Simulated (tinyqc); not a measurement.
Worked calculation: Hueckel theory of the pi electrons, for the molecule [CH2]c1ccnc(N)c1 (SMILES; centres numbered as the heavy atoms are written). Computed by tinyqc, a small Python program that keeps every step. Settings: charge = 0. Command: `OMP_NUM_THREADS=1 python tinyqc.py 23380 23381 out.jsonl` (the two numbers bound the seeds that draw the settings). One thread of a shared host (Intel(R) Xeon(R) Processor @ 2.60GHz), about 0.01 s of CPU time with the checks.

## The Hueckel matrix

Centres:
```
centre  z_r, pi electrons of the neutral centre       h
1C                                            1  0.0000
2C                                            1  0.0000
3C                                            1  0.0000
4C                                            1  0.0000
5N                                            1  0.5000
6C                                            1  0.0000
7N                                            2  1.5000
8C                                            1  0.0000
```

Bonds:
```
i  j       k
1  2       1
2  3       1
3  4       1
4  5       1
5  6  1.0000
6  7  0.8000
6  8       1
8  2       1
```

H_rr = alpha + h_r beta, H_rs = k_rs beta for bonded centres.

Hueckel matrix in units of beta (H = alpha + beta A), order 1C, 2C, 3C, 4C, 5N, 6C, 7N, 8C:
```
[[0.0000, 1.0000, 0.0000, 0.0000, 0.0000, 0.0000, 0.0000, 0.0000],
 [1.0000, 0.0000, 1.0000, 0.0000, 0.0000, 0.0000, 0.0000, 1.0000],
 [0.0000, 1.0000, 0.0000, 1.0000, 0.0000, 0.0000, 0.0000, 0.0000],
 [0.0000, 0.0000, 1.0000, 0.0000, 1.0000, 0.0000, 0.0000, 0.0000],
 [0.0000, 0.0000, 0.0000, 1.0000, 0.5000, 1.0000, 0.0000, 0.0000],
 [0.0000, 0.0000, 0.0000, 0.0000, 1.0000, 0.0000, 0.8000, 1.0000],
 [0.0000, 0.0000, 0.0000, 0.0000, 0.0000, 0.8000, 1.5000, 0.0000],
 [0.0000, 1.0000, 0.0000, 0.0000, 0.0000, 1.0000, 0.0000, 0.0000]]
```

## Orbitals

pi electrons, sum of z_r less the charge = 9

Diagonalise; E = alpha + x beta with beta < 0, so the largest x are filled first; degenerate levels share their electrons. P = sum n_i c_ri c_si; each orbital has its largest coefficient positive (the first on a tie).

x values: [2.3386, 1.7520, 1.3515, 0.7873, 0.0676, -1.0406, -1.1773, -2.0789]

occupations: [2.0000, 2.0000, 2.0000, 2.0000, 1.0000, 0.0000, 0.0000, 0.0000]

coefficients, order 1C, 2C, 3C, 4C, 5N, 6C, 7N, 8C:
```
[[0.1336, -0.2600, -0.3167, -0.0306, 0.7573, 0.1708, 0.3843, -0.2510],
 [0.3123, -0.4555, -0.4281, -0.0241, 0.0512, -0.1777, -0.4524, 0.5218],
 [0.2573, -0.3978, 0.0139, -0.4748, -0.3594, -0.4376, 0.2521, -0.4071],
 [0.2894, -0.2415, 0.4468, -0.3497, -0.0754, 0.6331, 0.1557, 0.3245],
 [0.4194, -0.0252, 0.5900, 0.1995, 0.3544, -0.2212, -0.4354, -0.2675],
 [0.4818, 0.2099, 0.0555, 0.4070, -0.0778, -0.2923, 0.5745, 0.3653],
 [0.4596, 0.6664, -0.2991, -0.4568, 0.0434, 0.0921, -0.1717, -0.0817],
 [0.3396, -0.1402, -0.2756, 0.4864, -0.3944, 0.4517, -0.1037, -0.4267]]
```

charge and bond-order matrix P, order 1C, 2C, 3C, 4C, 5N, 6C, 7N, 8C:
```
[[0.9468, 0.6316, 0.0236, -0.1159, 0.0076, -0.0994, 0.0266, 0.0098],
 [0.6316, 0.9803, 0.5157, 0.0312, -0.2116, 0.0387, -0.0396, 0.5322],
 [0.0236, 0.5157, 1.0294, 0.7126, -0.0645, -0.2760, 0.1162, -0.0415],
 [-0.1159, 0.0312, 0.7126, 0.9337, 0.6159, -0.0517, -0.0068, -0.2925],
 [0.0076, -0.2116, -0.0645, 0.6159, 1.2544, 0.5939, -0.1678, 0.0210],
 [-0.0994, 0.0387, -0.2760, -0.0517, 0.5939, 0.8959, 0.3141, 0.6644],
 [0.0266, -0.0396, 0.1162, -0.0068, -0.1678, 0.3141, 1.9089, -0.1713],
 [0.0098, 0.5322, -0.0415, -0.2925, 0.0210, 0.6644, -0.1713, 1.0506]]
```

## Energy, charges, bond orders

E = sum n x; q_r = z_r - P_rr; bond order p = P_rs; free valence = sqrt(3) - sum of p over the bonds of the atom.

pi energy = 9 alpha + this times beta = 12.5261

pi charges: [0.0532, 0.0197, -0.0294, 0.0663, -0.2544, 0.1041, 0.0911, -0.0506]

Bond orders and lengths from R = 1.517 - 0.180 p (angstrom, C-C alone):
```
bond       p       R
1-2   0.6316  1.4033
2-3   0.5157  1.4242
3-4   0.7126  1.3887
4-5   0.6159       -
5-6   0.5939       -
6-7   0.3141       -
6-8   0.6644  1.3974
8-2   0.5322  1.4212
```

free valence of the carbons: [1.1004, 0.0525, 0.5037, 0.4035, 0.1596, 0.5354]

gap between the highest filled and the next level = 1.1081 |beta|
